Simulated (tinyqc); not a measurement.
Bond length: bond-orbital model of a tetrahedral semiconductor (Harrison's universal couplings).

Hybrid level eh = (es + 3 ep)/4; metallic energy V1 = (ep - es)/4 for each atom; covalent energy V2 = 3.22 hbar^2/(m d^2); polar energy V3 = (ehc - eha)/2; hbar^2/m = 2c, c = hbar^2/2m0. Polarity ap = V3/sqrt(V2^2 + V3^2), covalency ac = V2/sqrt(V2^2 + V3^2). p-p coupling at Gamma Exx = (4/3)(2.22 - 2 x 0.63) hbar^2/(m d^2) = 1.28 hbar^2/(m d^2), s-s coupling Ess = 4 x 1.32 hbar^2/(m d^2).

Constants: hbar^2/2m0 = 3.80998211 eV angstrom^2.

Parameters, chosen for this exercise (near tabulated values for Si; the model gives trends, and its gaps can be far from the real ones; shifted at random, so the results belong to these values and not to a real crystal):

| symbol | value | unit | meaning |
|---|---|---|---|
| esc | -14.88 | eV | s level, cation |
| epc | -7.52 | eV | p level, cation |
| esa | -14.88 | eV | s level, anion |
| epa | -7.52 | eV | p level, anion |
| d | 2.35 | angstrom | bond length |
| Z | 4 |  | valence electrons of the anion |

d is scaled; levels stay. E0 is the s-like conduction level less Ev at Gamma (Ess = 5.28 u, Exx = 1.28 u); Z* = 4 ap - (Z - 4).

Against d:

| d/d0 | V2 (eV) | ap | Z* | Ev (eV) | E0 (eV) |
|---|---|---|---|---|---|
| 0.94 | 5.028 | 0.0000 | 0.000 | -9.519 | 2.884 |
| 0.96 | 4.821 | 0.0000 | 0.000 | -9.436 | 2.462 |
| 0.98 | 4.626 | 0.0000 | 0.000 | -9.359 | 2.065 |
| 0.99 | 4.533 | 0.0000 | 0.000 | -9.322 | 1.875 |
| 1.00 | 4.443 | 0.0000 | 0.000 | -9.286 | 1.692 |
| 1.01 | 4.355 | 0.0000 | 0.000 | -9.251 | 1.513 |
| 1.04 | 4.108 | 0.0000 | 0.000 | -9.153 | 1.009 |

Give the missing row, d/d0 = 1.02.

Computed row:
```
d/d0  V2 (eV)      ap     Z*  Ev (eV)  E0 (eV)
1.02    4.270  0.0000  0.000   -9.218    1.340
```

Compression raises V2 and E0: dE0/d ln(volume) = -6.04 eV, of which the valence band gives -1.18. The bond stays non-polar.

Computed by tinyqc, a small Python program: `OMP_NUM_THREADS=1 python tinyqc.py 1481695 1481696 out.jsonl` (the numbers bound the seed that draws the inputs); one thread of a shared host (Intel(R) Xeon(R) Processor @ 2.30GHz), about 0.01 s for the whole set of steps.
